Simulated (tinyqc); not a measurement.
Worked calculation: RHF in the sto-3g basis, for B+, spin multiplicity 1. This run ends on a higher stationary point, not on the lowest solution. Computed by tinyqc, a small Python program that keeps every step (integrals from PySCF). Settings: charge = 1, multiplicity = 1, basis = sto-3g, energy threshold = 1e-10, iteration cap = 54, orthogonalisation = symmetric, start = highest core orbitals, DIIS depth = 4, method = RHF. Command: `OMP_NUM_THREADS=1 python tinyqc.py 29960 29961 out.jsonl` (the two numbers bound the seeds that draw the settings). One thread of a shared host (Intel(R) Xeon(R) Processor @ 2.60GHz), about 0.03 s of CPU time with the checks.

Geometry (angstrom):
```
atom        x        y        z
B     0.00000  0.00000  0.00000
```

Stop when the energy changes by less than 1e-10 hartree and every element of the error matrix X^T (F D S - S D F) X is below 3e-06.

Course of the cycle:
```
iteration  E (hartree)     change  largest element of the error matrix
1           -7.2658957          -                              0.00000
2          -23.4320292  -1.62e+01                             4.58e-01
3          -23.4320292    0.00000                             4.58e-01
4          -23.4320292    0.00000                             4.58e-01
5          -23.4320292    0.00000                             4.58e-01
6          -23.4471046  -1.51e-02                             3.51e-02
7          -23.4471931  -8.85e-05                             5.96e-05
8          -23.4471931  -2.01e-10                             2.73e-05
9          -23.4471931  -3.11e-11                             1.77e-05
10         -23.4471931  -2.24e-11                             4.54e-09
```

Can the last value be used, and what does the course show?

No, though the log alone does not show it. Converged in 10 iterations. But the solution lies 0.50128 hartree above the reference: it is another stationary point, not the lowest restricted one. Reruns (cap 100 unless said): DIIS 8: converged in 18 to a higher stationary point; damping 0.5: converged in 39 to a higher stationary point; level shift 0.5: converged in 8 to a higher stationary point; atomic densities as start, DIIS 8: converged in 3. PySCF RHF in the same basis = -23.9484704 hartree.
